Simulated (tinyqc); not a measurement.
Monte Carlo simulation of one carrier in a uniform electric field: one step, computed by the program tinyqc. Command: `OMP_NUM_THREADS=1 python tinyqc.py 3018006 3018007 out.jsonl mcfl walk`. One thread of a shared host (Intel(R) Xeon(R) Processor @ 2.30GHz), about 3 s of CPU time with the checks.

The force e F acts along +z. Flights end at the constant total rate Gamma; the part of Gamma that the real rates do not fill is self-scattering, which leaves k unchanged. One valley, no impurities and no intervalley scattering.

Problem. Flight 1. Kane band: hbar^2 k^2/(2 m) = E (1 + alpha E), speed v = hbar k/(m (1 + 2 alpha E)), states per spin, volume and energy g(E) = m k (1 + 2 alpha E)/(2 pi^2 hbar^2); overlap factors are set to 1. Masses are multiplied by m_0 and all formulas are in SI units. Flight: t = -ln(r1)/Gamma; k_z grows by e F t/hbar; E follows from the band; dz = (E_end - E_start)/(e F). Use row 1 of the random numbers.

Inputs (values chosen for the exercise, for a model polar semiconductor):

| quantity | value | unit |
|---|---|---|
| effective mass m | 0.1 | m_0 |
| non-parabolicity alpha | 0.3 | 1/eV |
| lattice temperature T | 200 | K |
| electric field F | 0.17 | kV/cm |

Crystal: polar. Band: Kane.

starting wave vector (1/nm): 0.28  0.084  0.28

Random numbers (0.02 to 0.98, from up to 60 sets tried for early real events), one row a flight:
```
       r1      r2      r3      r4
1  0.7835  0.2854  0.3731  0.5541
2  0.9077  0.9604  0.9015  0.3273
3  0.4961  0.5924  0.5938  0.8739
4  0.6723  0.1372  0.1320  0.8054
5  0.2120  0.7682  0.4747  0.6916
6  0.1591  0.0622  0.0755  0.0862
7  0.5905  0.4007  0.8970  0.8565
```

Gamma = 37.04274 1e12/s

Constants: e = 1.602176634e-19 C; hbar = 1.054571817e-34 J s; m_0 = 9.1093837015e-31 kg.

Give: flight time t; k at the end of the flight; energy at the end; displacement dz.

Solution.

flight time t = 6.5866 fs

k at the end of the flight (1/nm): 0.28000  0.08400  0.28017

energy at the end = 61.336 meV

displacement dz = 2.0599 nm
